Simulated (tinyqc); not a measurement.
## Polarisation charge from two barrier thicknesses

Problem. VT = phiB - dEc - q sigma d/(eps0 eps_r). Find sigma, phiB - dEc and the thickness at which VT = 0.

Parameters, values chosen for the exercise:
- eps_r = 9.1 (relative permittivity of barrier and channel)

Constants: q = 1.602176634e-19 C, eps0 = 8.8541878128e-14 F/cm where lengths are in cm. Results are converted to the units shown.

VT for d = 18 and 24 nm (V): [-3.5924328, -5.0654637]

Solution. VT is linear in d.

sigma = 1.23e13 cm^-2
phiB - dEc = 0.827 V
thickness for VT = 0 = 3.37 nm

tinyqc, about 0.03 s, one thread, Intel Xeon 2.30GHz (shared host): `OMP_NUM_THREADS=1 python tinyqc.py 2570076 2570077 out.jsonl`
